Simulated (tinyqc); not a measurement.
One-dimensional ballistic tunnel FET, two-band WKB: effect of the source degeneracy.

A p-type source for x < 0 with its Fermi level at 0 and its valence edge at ds; in the channel the bands fall as D exp(-x/lam) towards their flat values, with the conduction edge at Ec = ds - dP and D = dP + Eg. The gate moves dP one to one. The drain Fermi level lies at -Vd and the drain side reflects nothing. For w = E - Ec between 0 and dP an electron crosses the gap. Two-band dispersion with equal masses m: inside the gap kappa = sqrt(m u (1 - u/Eg)/C), u the distance from a band edge, C = hbar^2/(2 m0).

S(w) = 2 lam int_0^Eg kappa(u) du/(w + Eg - u) = 2 pi lam sqrt(m/(C Eg)) [w + Eg/2 - sqrt(w (w + Eg))], T(w) = exp(-S). I = g (2 q^2/h) int_0^dP T(w) [f(E) - f(E + Vd)] dw, E = ds - dP + w, f(x) = 1/(1 + exp(x/Vt)). Swing = d(dP)/d(log10 I).

Inputs (values chosen for the exercise); band and dielectric values those of a made-up semiconductor:
- T = 200 K (temperature)
- Eg = 0.789 eV (band gap)
- m = 0.062 m0 (band-edge mass of the two-band model)
- lam = 4.5 nm (screening length of the source junction)
- Vd = 0.1 V (drain bias)
- g = 1 (number of degenerate subbands (spin apart))
- dP = 0.39 eV (tunnelling window Ev(source) - Ec(channel))

Constants: q = 1.602176634e-19 C, kB = 1.380649e-23 J/K, hbar = 1.054571817e-34 J s, h = 6.62607015e-34 J s, m0 = 9.1093837015e-31 kg, Vt = kB T/q, hbar^2/(2 m0) = 0.0380998212 eV nm^2. Results are converted to the units shown.

Result of one run:

| I (uA) | swing (mV/decade) |
|---|---|
| 0.04126 | 326.0 |

Which source valence edge above the source Fermi level ds gave this result: -0.05, 0.1, 0.25 or 0.3 eV?

ds = -0.05 eV.

The whole series:

| ds (eV) | I (uA) | swing (mV/decade) |
|---|---|---|
| -0.05 | 0.04126 | 326.0 |
| 0 | 0.06087 | 301.8 |
| 0.05 | 0.04912 | 262.2 |
| 0.1 | 0.03096 | 216.9 |
| 0.15 | 0.01717 | 174.3 |
| 0.2 | 0.008127 | 135.9 |
| 0.25 | 0.003059 | 102.2 |
| 0.3 | 8.148e-4 | 74.37 |

I goes from 0.0413 through a maximum of 0.0609 (at ds = 0 eV among the rows listed) to 8.15e-4 uA, and the swing falls from 326 to 74.4 mV/decade. The screening length is held fixed, though doping would change it.

Program tinyqc, `OMP_NUM_THREADS=1 python tinyqc.py 2620069 2620070 out.jsonl`; Intel Xeon 2.30GHz, shared host, one thread, about 0.01 s.
